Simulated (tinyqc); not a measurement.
Against doping: dopants and charged point defects at anneal temperature: Fermi-level effect, clustering and pairing. Computed by tinyqc, a small Python program. Command: `OMP_NUM_THREADS=1 python tinyqc.py 3022725 3022726 out.jsonl pairing walk`. One thread of a shared host (Intel(R) Xeon(R) Processor @ 2.30GHz), about 0.01 s of CPU time with the checks.

Boltzmann statistics and full ionisation of active dopants. Energies are counted from the valence band; the defect (a vacancy or self-interstitial) has five charge states, with all degeneracy factors one.

Inputs (values chosen for the exercise, with bands modelled on GaAs):
```
quantity                                         value   unit
gap at 0 K E_g0                                   1.54     eV
Varshni alpha                                 0.000546   eV/K
Varshni beta                                       200      K
electron mass m_e                               0.0654    m_0
valleys M_c                                          1      -
hole mass m_h                                    0.551    m_0
anneal temperature T                              1040      K
total dopant density N                         3.5e+19  cm^-3
formation enthalpy of the neutral defect H_f      3.15     eV
formation entropy S_f                              3.3    k_B
site density N_s                               3.6e+22  cm^-3
```

Dopant: donor. Second part: pairing with a mobile impurity.

defect levels as fractions of E_g(T): (2+/+), (+/0), (0/-), (-/2-): 0.16  0.18  0.4  0.61

Constants: m_0 = 9.1093837015e-31 kg; k_B = 1.380649e-23 J/K; h = 6.62607015e-34 J s; k_B = 8.617333262e-05 eV/K.

Method:
- E_g = E_g0 - alpha T^2/(T + beta).
- N_c = 2 M_c (2 pi m_e k_B T/h^2)^(3/2) and N_v = 2 (2 pi m_h k_B T/h^2)^(3/2), masses in units of m_0.
- n_i = sqrt(N_c N_v) exp(-E_g/2 k_B T); E_i = E_g/2 + (k_B T/2) ln(N_v/N_c).
- No clustering: A = N.
- n = A/2 + sqrt(A^2/4 + n_i^2) for an active density A.
- chi = n/n_i (for acceptors n_i/p); E_F = E_i + k_B T ln chi; field enhancement h = 1 + A/sqrt(A^2 + 4 n_i^2).
- C_0 = N_s exp(S_f/k_B) exp(-H_f/k_B T). Ratios to the neutral state at E_F = E_i: r_+ = exp((E(+/0) - E_i)/k_B T), r_2+ = r_+ exp((E(2+/+) - E_i)/k_B T), r_- = exp((E_i - E(0/-))/k_B T), r_2- = r_- exp((E_i - E(-/2-))/k_B T); at other E_F state q scales as chi^(-q). The enhancement is sum r_q chi^(-q)/sum r_q. The charge on the defects is left out of neutrality.
- chi = n/n_i; h = 1 + A/sqrt(A^2 + 4 n_i^2); the dopant diffusivity over its intrinsic value is D/D_i = enhancement x h x A/N, if every charge state carries the dopant equally well.

E_g = 1.06375 eV

k_B T = 0.0896203 eV

n_i = 3.54454e+16 cm^-3

E_i = 0.675123 eV

effective density of states N_b of the majority band = 2.70899e+18 cm^-3

neutral defects C_0 = 5.30593e+08 cm^-3

Charge states:
```
state      ratio r  intrinsic (cm^-3)  doped (cm^-3)
2+     1.61970e-05        8.59402e+03    8.81411e-03
+      4.53175e-03        2.40451e+06    2.43511e+03
0      1.00000e+00        5.30593e+08    5.30593e+08
-      1.62056e+01        8.59859e+09    8.49056e+12
2-     2.17176e+01        1.15232e+10    1.12355e+16
```

Trend at the anneal temperature:
```
N (cm^-3)  active A (cm^-3)         chi  defect enhancement  mean charge       D/D_i
1.10e+15           1.10e+15  1.0156e+00          1.0241e+00      -1.5366  1.0400e+00
4.30e+15           4.30e+15  1.0625e+00          1.0979e+00      -1.5500  1.1644e+00
1.70e+16           1.70e+16  1.2682e+00          1.4509e+00      -1.6005  1.7893e+00
6.80e+16           6.80e+16  2.3449e+00          4.0695e+00      -1.7475  6.8866e+00
2.70e+17           2.70e+17  7.7464e+00          3.6728e+01      -1.9108  7.2253e+01
1.10e+18           1.10e+18  3.1066e+01          5.5138e+02      -1.9765  1.1016e+03
4.40e+18           4.40e+18  1.2414e+02          8.6497e+03      -1.9940  1.7298e+04
1.70e+19           1.70e+19  4.7961e+02          1.2853e+05      -1.9984  2.5706e+05
7.00e+19           7.00e+19  1.9749e+03          2.1767e+06      -1.9996  4.3533e+06
```

Well below n_i = 3.54e16 cm^-3 chi and the enhancement are near 1. At any doping d ln(enhancement)/d ln chi equals minus the mean charge, which goes from -1.54 to -2.00 over the rows. Rows with carriers above N_b lie beyond Boltzmann statistics. Caution: the carrier density exceeds the effective density of states, where Boltzmann statistics understate the shift of E_F and so the density of charged defects (gap narrowing, also left out, works the other way).
